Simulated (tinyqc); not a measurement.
Worked calculation: model-solid line-up of a strained alloy layer on a substrate. Values are carried at full precision from step to step, so a last printed digit may differ when a step is redone from the rounded ones.

All values of the alloy are linear in x but the gap, Eg(x) = (1 - x) Eg_A + x Eg_B - C x (1 - x), and the valence edge, Ev(x) = (1 - x) Ev_A + x Ev_B + fv C x (1 - x); Ec = Ev + Eg. Ev is the top of the unstrained valence band on a scale common to all materials. In the layer only the Gamma valley of the conduction band is followed, also where an X or L valley would lie lower.

Parameters, chosen for this exercise (A near InAs, B near AlAs, substrate near InP; not measured data):

| symbol | value | unit | meaning |
|---|---|---|---|
| a | (6.054, 5.655) | angstrom | lattice constant of A, B |
| Eg | (0.414, 3.059) | eV | gap at Gamma to the s-like level of A, B |
| Dso | (0.391, 0.281) | eV | spin-orbit splitting of A, B |
| Ev | (-0.59, -1.32) | eV | top of the unstrained valence band of A, B |
| ac | (-5.08, -5.63) | eV | conduction deformation potential of A, B |
| av | (1.01, 2.46) | eV | valence hydrostatic potential of A, B |
| b | (-1.79, -2.31) | eV | tetragonal shear potential of A, B |
| d | (-3.63, -3.4) | eV | trigonal shear potential of A, B |
| C11 | (83, 124.5) | GPa | of A, B |
| C12 | (45.5, 53.6) | GPa | of A, B |
| C44 | (39.3, 54.9) | GPa | of A, B |
| C | 0.615 | eV | bowing of the gap |
| fv | 0.2 |  | share of the bowing taken by the valence edge |
| x | 0.05 |  | fraction of B |
| a_s | 5.864 | angstrom | substrate |
| face | 001 |  | growth face |
| Eg_s | 1.421 | eV | lowest gap of the substrate |
| Ev_s | -0.93 | eV | substrate valence edge |

## Values of the alloy

Interpolate.

Alloy at x (a in angstrom, C11, C12, C44 in GPa, all else in eV):

| symbol | value |
|---|---|
| a | 6.03405 |
| Eg | 0.51704 |
| Dso | 0.38550 |
| Ev | -0.62066 |
| ac | -5.10750 |
| av | 1.08250 |
| b | -1.81600 |
| d | -3.61850 |
| C11 | 85.07500 |
| C12 | 45.90500 |
| C44 | 40.08000 |

## Strain on the (001) substrate

Coherent growth on a (001) face: e_par = (a_s - a)/a, e_perp = -2 (C12/C11) e_par; exx = eyy = e_par, ezz = e_perp, no shear.

Use the values of the alloy.

e_par = -0.028182
e_perp = 0.030413

strain tensor in the cubic axes:
```
           x          y         z
x  -0.028182   0.000000  0.000000
y   0.000000  -0.028182  0.000000
z   0.000000   0.000000  0.030413
```

The layer is under compression in the plane; its volume changes by -2.595 %. Above 2 % only a few nanometres stay coherent, and linear deformation potentials lose accuracy.

## Strained band edges

Strained edges: Ec + ac tr(e); the valence edges are Ev plus the levels of the 6 x 6 matrix of X, Y, Z times spin with -Dso/3 + l exx + m (eyy + ezz) on the diagonal (cyclic), n exy off it, l = av + 2 b, m = av - b, n = sqrt(3) d. Spin-orbit term (Dso/3) L.sigma on X, Y, Z with (L_k)_ij = -i epsilon_kij: <X+|H|Y+> = -i Dso/3, <X+|H|Z-> = Dso/3, <Y+|H|Z-> = -i Dso/3, <Z+|H|X-> = -Dso/3, <Z+|H|Y-> = i Dso/3, <X-|H|Y-> = i Dso/3, and their conjugates; + and - are the spin along z.

Give the hydrostatic shifts, the strain block and the edges.

ac tr(e), av tr(e) (eV): 0.1325  -0.0281

strain block (eV), lower triangle:
```
        X       Y        Z
X  0.0783
Y       0  0.0783
Z       0       0  -0.2409
```

Ec and the three valence edges from the top (eV): 0.0289  -0.5423  -0.6895  -1.0999

strained gap = 0.5713 eV

Strain moves the gap by +54 meV: +161 meV from the volume and -106 meV from the splitting of the valence edge, which always raises the top.

## Offsets against the substrate material

dEc = Ec(substrate) - Ec(layer), dEv = Ev(layer) - Ev(substrate); positive values confine the carrier in the layer. Type I: both of one sign; type II: opposite signs; type III: the gaps do not overlap.

Give also the smallest gap across the interface, min Ec - max Ev.

dEc = 0.4621 eV
dEv = 0.3877 eV

type: I

smallest gap = 0.5713 eV

Both carriers collect in the layer; the conduction band takes 54 % of the gap difference. Where the alloy is indirect its X or L edge, left out, lies lower and changes dEc.

## Checks

- Valence edges against the closed form for (001) strain: they agree to 1e-10 or better.

(tinyqc, `OMP_NUM_THREADS=1 python tinyqc.py 1080637 1080638 out.jsonl`, Intel(R) Xeon(R) Processor @ 2.30GHz, 1 thread, shared host, about 0.01 s.)
